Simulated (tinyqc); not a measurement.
Well width for a wanted wavelength.

Problem. The layer is x parts of the first compound and 1 - x of the second, grown coherently on the third as substrate and barrier. Rows of the table: lattice constant a, average valence level Ea on an absolute scale, spin-orbit splitting so, gaps at Gamma, X and L, hydrostatic deformation potentials av and ac (Gamma), shear potential b, elastic constants, electron and heavy-hole (along z) masses. All are interpolated linearly in x; gaps get -C x (1 - x), taken wholly in the conduction band; real line-ups can differ from this model by 0.1 eV or more. In-plane strain e = (a_substrate - a)/a, e_z = -2 (c12/c11) e, volume change 2 e + e_z. With v = 2 e + e_z and d = 2 b (e_z - e): Eav = Ea + av v; E_hh = Eav + so/3 - d/2; E_lh = Eav - so/6 + d/4 + sqrt(so^2 + so d + 9 d^2/4)/2; E_c = Ea + so/3 + EG + ac v (Gamma). Substrate: E_v = Ea + so/3, E_c = E_v + EG. Well depths: dEc = E_c(substrate) - E_c, dEhh = E_hh - E_v(substrate), dElh likewise; strained Gamma gap E_c - max(E_hh, E_lh); positive values confine carriers in the layer. Lowest level of a finite well of width Lw and depth V: kw Lw/2 = arctan(sqrt((mw/mb)(V - E)/E)), kw = sqrt(mw E/C), C = hbar^2/(2 m0), for electrons (dEc) and heavy holes (dEhh), mb from the substrate; transition E_c - E_hh + both levels, without exciton binding; wavelength h c/E. Find Lw and the two levels.

Inputs (values chosen for the exercise): fraction of the first compound in the layer x = 0.36; bowing of the Gamma gap CG = 0.477 eV; bowing of the X gap CX = 1.4 eV; bowing of the L gap CL = 0.33 eV.

Constants: q = 1.602176634e-19 C, hbar = 1.054571817e-34 J s, h = 6.62607015e-34 J s, m0 = 9.1093837015e-31 kg, c = 299792458 m/s, hbar^2/(2 m0) = 0.0380998212 eV nm^2. Results are converted to the units shown.

Binary compounds, values chosen for the exercise:
```
              close to InAs  close to GaAs  close to InP
a (angstrom)          6.058          5.653         5.869
Ea (eV)               -6.67          -6.92         -7.04
so (eV)               0.381          0.336         0.109
EG (eV)               0.351           1.41          1.35
EX (eV)                1.36           1.91           2.2
EL (eV)                1.07            1.7          1.95
av (eV)                   1           1.17          1.27
ac (eV)               -5.11          -7.12         -4.97
b (eV)                 -1.8          -1.71         -1.72
c11 (GPa)              84.5            118           100
c12 (GPa)              44.7           54.1            56
me (m0)              0.0231         0.0679        0.0801
mh (m0)               0.333          0.355         0.527
```

wavelength = 1331.8851 nm

Solution. Both levels fall steadily as the well widens, so the wavelength rises steadily and one width matches.

Lw = 7.300 nm
electron level = 51.76 meV
heavy-hole level = 13.71 meV

Numbers from tinyqc (`OMP_NUM_THREADS=1 python tinyqc.py 2690076 2690077 out.jsonl`; about 0.01 s on one thread of a shared Intel Xeon 2.30GHz).
